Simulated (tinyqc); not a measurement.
Interface roughness in a thin film (subband fluctuation and scattering): sweeps and comparisons. A value that a table varies takes the place of the one given here.

Square well of width t, barriers V0, c = hbar^2/2m0: E1 solves k t + 2 atan[(k/mz)/(kappa/mb)] = pi, k = sqrt(mz E/c), kappa = sqrt(mb (V0 - E)/c). One interface is rough, so the subband edge fluctuates by G dt with G = |dE1/dt| (central difference of 0.01 angstrom; 2 E1/t for hard walls).

Gaussian roughness spectrum S(q) = pi D^2 Lc^2 exp(-q^2 Lc^2/4). Degenerate gas, taken to fill one subband (the second starts to fill once c kF^2/md exceeds E2 - E1, which is not tested here): kF = sqrt(2 pi Ns/gv), q = 2 kF sin(theta/2), 1/tau = (md/(2 pi c hbar)) G^2 times the integral from 0 to pi of S(q)(1 - cos theta)/eps(q)^2 dtheta, eps(q) = 1 + qs/q with screening (qs = gv md q0/(c eps), q0 = e^2/(4 pi eps0), form factors left out, which overstates the screening; other scattering is left out too, so these values lie far above measured mobilities in all but the thinnest films) or 1 without; mobility = tau c2/md with c2 = e/m0 = 1.75882e15 cm^2/(V s^2); 1e12/cm^2 = 1e-4/angstrom^2.

Constants: hbar^2/2m0 = 3.80998211 eV angstrom^2; hbar = 6.58211957e-16 eV s; e^2/(4 pi eps0) = 14.39964547 eV angstrom.

Values chosen for the exercise (near those of a thin Si channel on (100), two-fold valleys; shifted at random, so the results belong to these values and not to a real crystal): mz = 0.895 m0 (confinement mass); V0 = 3.27 eV (barrier); mb = 0.52 m0 (barrier mass); md = 0.191 m0 (mass in the plane); gv = 2 (valleys); D = 1.7 angstrom (rms height of the roughness); Lc = 44 angstrom (correlation length); Ns = 4.9 x 1e12/cm^2 (sheet density); eps = 7.9 (mean dielectric constant at the channel); ts = (13, 17, 20, 24, 30, 38, 50) angstrom (thicknesses); t = 24 angstrom (film thickness); Ll = (5, 10, 16, 25, 40, 65, 100) angstrom (correlation lengths).

## The sixth-power law

Screened mobility against thickness for the finite barrier and for hard walls.

Results:

| t (angstrom) | E1 (meV) | G (meV/angstrom) | mobility (cm^2/(V s)) | the same, hard walls |
|---|---|---|---|---|
| 13 | 192.5 | 25.953 | 2.60e+03 | 1.20e+03 |
| 17 | 119.4 | 12.701 | 1.09e+04 | 6.00e+03 |
| 20 | 88.8 | 8.151 | 2.64e+04 | 1.59e+04 |
| 24 | 63.4 | 4.918 | 7.25e+04 | 4.75e+04 |
| 30 | 41.7 | 2.625 | 2.55e+05 | 1.81e+05 |
| 38 | 26.6 | 1.338 | 9.80e+05 | 7.48e+05 |
| 50 | 15.7 | 0.607 | 4.77e+06 | 3.88e+06 |

What does this show, and why?

With hard walls G goes as 1/t^3 and the mobility as t^6. With the finite barrier the local exponent is 5.33 at the thin end and 5.77 at the thick end, since the envelope leaks out and softens the dependence. The least value is 2.6e+03 cm^2/(V s). The gate field, which also presses carriers to the interface, is left out. Below about 20 angstrom the effective-mass picture is itself doubtful. Up to t = 17 angstrom G D exceeds half of EF - E1, where the Born rate fails.

## Correlation length

Fixed D; bare and screened mobility.

Results:

| Lc (angstrom) | kF Lc | bare mobility (cm^2/(V s)) | screened mobility (cm^2/(V s)) |
|---|---|---|---|
| 5 | 0.20 | 4.53e+04 | 6.31e+05 |
| 10 | 0.39 | 1.24e+04 | 1.73e+05 |
| 16 | 0.63 | 5.75e+03 | 8.22e+04 |
| 25 | 0.98 | 3.51e+03 | 5.27e+04 |
| 40 | 1.57 | 3.49e+03 | 6.20e+04 |
| 65 | 2.55 | 6.49e+03 | 2.12e+05 |
| 100 | 3.92 | 1.12e+04 | 8.09e+05 |

How do the results move?

The bare mobility is lowest at Lc = 40 angstrom of those listed (kF Lc = 1.57). The screened mobility is lowest at Lc = 25 angstrom of those listed (kF Lc = 0.98). Short roughness averages out (mobility as 1/Lc^2; the first two rows give exponent -1.88), and long roughness deflects only by small angles (bare mobility rising as Lc; the last two rows give 1.26).

## What each parameter does

G, G D, and the screened mobility. Each row changes one parameter from the base and keeps the others.

Results:

| case | G (meV/angstrom) | G D (meV) | mobility (cm^2/(V s)) |
|---|---|---|---|
| base | 4.918 | 8.36 | 7.255e+04 |
| t = 20 angstrom | 8.151 | 13.86 | 2.641e+04 |
| D = 2.21 angstrom | 4.918 | 10.87 | 4.293e+04 |
| Lc = 52 angstrom | 4.918 | 8.36 | 1.069e+05 |
| Ns = 7.84 x 1e12/cm^2 | 4.918 | 8.36 | 1.457e+05 |
| mz = 1.029 m0 | 4.394 | 7.47 | 9.089e+04 |
| md = 0.22 m0 | 4.918 | 8.36 | 6.784e+04 |
| V0 = 2.29 eV | 4.722 | 8.03 | 7.868e+04 |
| eps = 9.5 | 4.918 | 8.36 | 5.536e+04 |

What does this show?

The largest shifts from the base row, up to three for each result and ties (the steps differ in size, so this ranks the rows, not the parameters). G (meV/angstrom): t +3.234, mz -0.524, V0 -0.196; unchanged at the printed digits by D, Lc, Ns, md and eps. G D (meV): t +5.50, D +2.51, mz -0.89; unchanged at the printed digits by Lc, Ns, md and eps. mobility (cm^2/(V s)): Ns +7.32e+04, t -4.61e+04, Lc +3.44e+04. In the base case G D is 0.27 times EF - E1 = 30.7 meV.

Computed by tinyqc, a small Python program: `OMP_NUM_THREADS=1 python tinyqc.py 1251535 1251536 out.jsonl` (the numbers bound the seed that draws the inputs); one thread of a shared host (Intel(R) Xeon(R) Processor @ 2.30GHz), about 0.01 s for the whole set of steps.
